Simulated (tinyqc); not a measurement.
Composition against offsets: model-solid line-up of a strained alloy layer on a substrate.

All values of the alloy are linear in x but the gap, Eg(x) = (1 - x) Eg_A + x Eg_B - C x (1 - x), and the valence edge, Ev(x) = (1 - x) Ev_A + x Ev_B + fv C x (1 - x); Ec = Ev + Eg. Ev is the top of the unstrained valence band on a scale common to all materials. In the layer only the Gamma valley of the conduction band is followed, also where an X or L valley would lie lower.

Coherent growth on a (001) face: e_par = (a_s - a)/a, e_perp = -2 (C12/C11) e_par; exx = eyy = e_par, ezz = e_perp, no shear.

Strained edges: Ec + ac tr(e); the valence edges are Ev plus the levels of the 6 x 6 matrix of X, Y, Z times spin with -Dso/3 + l exx + m (eyy + ezz) on the diagonal (cyclic), n exy off it, l = av + 2 b, m = av - b, n = sqrt(3) d. Spin-orbit term (Dso/3) L.sigma on X, Y, Z with (L_k)_ij = -i epsilon_kij: <X+|H|Y+> = -i Dso/3, <X+|H|Z-> = Dso/3, <Y+|H|Z-> = -i Dso/3, <Z+|H|X-> = -Dso/3, <Z+|H|Y-> = i Dso/3, <X-|H|Y-> = i Dso/3, and their conjugates; + and - are the spin along z.

dEc = Ec(substrate) - Ec(layer), dEv = Ev(layer) - Ev(substrate); positive values confine the carrier in the layer. Type I: both of one sign; type II: opposite signs; type III: the gaps do not overlap.

Values chosen for the exercise (A near GaAs, B near InAs, substrate near Ge; not measured data):
```
symbol  value           unit      meaning
a       (5.655, 6.06)   angstrom  lattice constant of A, B
Eg      (1.537, 0.416)  eV        gap at Gamma to the s-like level of A, B
Dso     (0.343, 0.392)  eV        spin-orbit splitting of A, B
Ev      (-0.79, -0.59)  eV        top of the unstrained valence band of A, B
ac      (-7.12, -5.12)  eV        conduction deformation potential of A, B
av      (1.16, 1)       eV        valence hydrostatic potential of A, B
b       (-1.99, -1.79)  eV        tetragonal shear potential of A, B
d       (-4.75, -3.59)  eV        trigonal shear potential of A, B
C11     (123.8, 84.5)   GPa       of A, B
C12     (56.6, 46)      GPa       of A, B
C44     (59.2, 39.8)    GPa       of A, B
C       0.521           eV        bowing of the gap
fv      0.2                       share of the bowing taken by the valence edge
a_s     5.651           angstrom  substrate
Eg_s    0.741           eV        lowest gap of the substrate
Ev_s    -0.35           eV        substrate valence edge
face    001                       growth face
```

Each composition is strained to the same substrate.

Results:
```
x     e_par (%)  relaxed gap (eV)  strained gap (eV)  valence splitting (meV)  dEc (eV)  dEv (eV)  type
0.02      -0.21             1.504              1.515                       16    -0.346    -0.429     I
0.08      -0.64             1.409              1.440                       45    -0.300    -0.400     I
0.13      -0.99             1.332              1.380                       66    -0.262    -0.377     I
0.19      -1.41             1.244              1.308                       89    -0.218    -0.349     I
0.25      -1.83             1.159              1.239                      108    -0.175    -0.323     I
0.31      -2.24             1.078              1.172                      124    -0.134    -0.297     I
0.36      -2.58             1.013              1.117                      136    -0.100    -0.276     I
0.42      -2.99             0.939              1.053                      148    -0.061    -0.252     I
```

The layer stays under compression over this range. The strained gap runs from 1.515 to 1.053 eV, against 1.504 to 0.939 eV for the relaxed alloy: strain takes back part of the change that the composition makes. Strains above 2 % can be kept only in layers of a few nanometres. The line-up is type I throughout, with the layer as the barrier.

(tinyqc, `OMP_NUM_THREADS=1 python tinyqc.py 1051273 1051274 out.jsonl`, Intel(R) Xeon(R) Processor @ 2.30GHz, 1 thread, shared host, about 0.02 s.)
